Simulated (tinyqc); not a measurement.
# Two-valley model of the transferred-electron effect, step by step

A worked calculation. Computed by tinyqc, a small Python program that keeps every step. Command: `OMP_NUM_THREADS=1 python tinyqc.py 3015349 3015350 out.jsonl gunn walk`. One thread of a shared host (Intel(R) Xeon(R) Processor @ 2.30GHz), about 0.01 s of CPU time with the checks. Intermediate numbers are printed to about 6 digits and carried at full precision; extremes and crossings named in words are read from the listed rows.

Both kinds of valley share one electron temperature T_e, and each has a constant mobility.

Inputs (values chosen for the exercise, modelled on GaAs):
```
quantity                         value        unit
central-valley mass m1            0.07         m_0
satellite-valley mass m2          0.23         m_0
satellite valleys Z                  4           -
valley separation dE              0.33          eV
central-valley mobility mu1       8600  cm^2/(V s)
satellite-valley mobility mu2      180  cm^2/(V s)
energy relaxation time tau_E       1.1          ps
lattice temperature T              100           K
electric field F                   6.1       kV/cm
mixing                             0.1           -
iteration cap                      600           -
doping n                       1.8e+16      1/cm^3
device length L                    7.4  micrometre
permittivity eps                  12.9           -
```

Solver: damped fixed point.

Constants: k_B = 8.617333262e-05 eV/K; eps_0 = 8.8541878128e-12 F/m; e = 1.602176634e-19 C.

## Equilibrium

Density-of-states ratio R = Z (m2/m1)^(3/2); n2/n1 = R exp(-dE/(k_B T_e)); mean mobility mu = (mu1 + mu2 n2/n1)/(1 + n2/n1); energy balance e mu F^2 = (3/2) k_B (T_e - T)/tau_E; v = mu F.

R = 23.8235

n2/n1 without field = 5.56848e-16

low-field mobility = 8600 cm^2/(V s)

dE is 38.3 k_B T, so the satellites are empty without field.

## First two iterations

Fixed point from T_e = T: T_out = T + (2/3) e mu(T_e) F^2 tau_E/k_B, T_new = T_e + mixing (T_out - T_e); stop when |T_out - T_e| is below 1e-6 K.

T_out of iteration 1 = 2823.24 K

T_e after iteration 1 = 372.324 K

mu at that T_e = 8593.16 cm^2/(V s)

T_e after iteration 2 = 617.200 K

## Electron temperature

The formulas are those given above.

Course of the iteration:
```
iteration  T_e (K)  mu (cm^2/(V s))  |T_out - T_e| (K)
1           100.00          8600.00        2.72324e+03
2           372.32          8593.16        2.44875e+03
3           617.20          8213.39        2.08362e+03
4           825.56          7023.35        1.49843e+03
5           975.40          5908.55        9.95575e+02
6          1074.96          5204.29        6.73009e+02
7          1142.26          4771.80        4.68757e+02
...            ...              ...                ...
72         1316.54          3841.82        4.48594e-06
73         1316.54          3841.82        3.38790e-06
74         1316.54          3841.82        2.55863e-06
75         1316.54          3841.82        1.93235e-06
76         1316.54          3841.82        1.45936e-06
77         1316.54          3841.82        1.10215e-06
78         1316.54          3841.82        8.32370e-07
```

electron temperature T_e = 1316.54 K

Converged in 78 iterations.

## Velocity

The formulas are those given above.

share in the satellites = 56.5105 %

mean mobility = 3841.82 cm^2/(V s)

drift velocity = 2.34351 1e7 cm/s

## Peak, valley and negative differential mobility

Using T_e as the parameter, F(T_e) = sqrt(3 k_B (T_e - T)/(2 e mu tau_E)) and v = mu F; find the first maximum and the next minimum of v, and the most negative dv/dF between them.

threshold field = 3.95682 kV/cm

peak velocity = 2.46834 1e7 cm/s

T_e at the threshold = 931.150 K

field of the velocity minimum = 14.9308 kV/cm

valley velocity = 2.08571 1e7 cm/s

peak-to-valley ratio = 1.18345

most negative differential mobility = -724.963 cm^2/(V s)

At the threshold k_B T_e is dE/4.1. The field of this run lies in the region of negative slope.

## Does a domain form?

Space charge grows at the rate n e |mu_d|/(eps eps_0) during the transit time L/v, with v the valley velocity; Kroemer's criterion asks n L > eps eps_0 v/(e |mu_d|). Transit frequency v/L.

critical n L = 2.05100e+11 1/cm^2

n L of the device = 1.33200e+13 1/cm^2

transit frequency = 28.1853 GHz

n L is 64.9 times the critical product: a domain can mature if the bias field lies in the region of negative slope.

## Velocity against field

The formulas are those given above.

The curve:
```
F (kV/cm)  T_e (K)  share in the satellites (%)  v (1e7 cm/s)  low-field line (1e7 cm/s)
0.61         127.2                  2.02043e-10       0.52460                     0.5246
1.50         264.7                  1.23917e-03       1.28998                     1.2900
3.00         699.9                  9.10794e+00       2.34993                     2.5800
4.30        1000.7                  3.41573e+01       2.46130                     3.6980
6.10        1316.5                  5.65105e+01       2.34351                     5.2460
8.50        1695.0                  7.13284e+01       2.20503                     7.3100
12.00       2250.7                  8.12938e+01       2.10607                    10.3200
18.00       3321.1                  8.82632e+01       2.10283                    15.4800
30.00       6155.6                  9.27476e+01       2.37195                    25.8000
61.00      18842.8                  9.51081e+01       3.61057                    52.4600
```

v falls between 4.3 and 18 kV/cm, while the share in the slow valleys goes from 34 to 88 %: transfer outruns the rise of the field. With constant mobilities n2/n1 tends to R and v ends on the line (mu1 + R mu2) F/(1 + R), a mobility of 519; real satellites saturate instead. Rows with T_e above 3000 K lie outside the range of a Maxwellian in parabolic valleys.

Checks made by the program: field recovered from T_e by the energy balance (relative difference 3e-10).
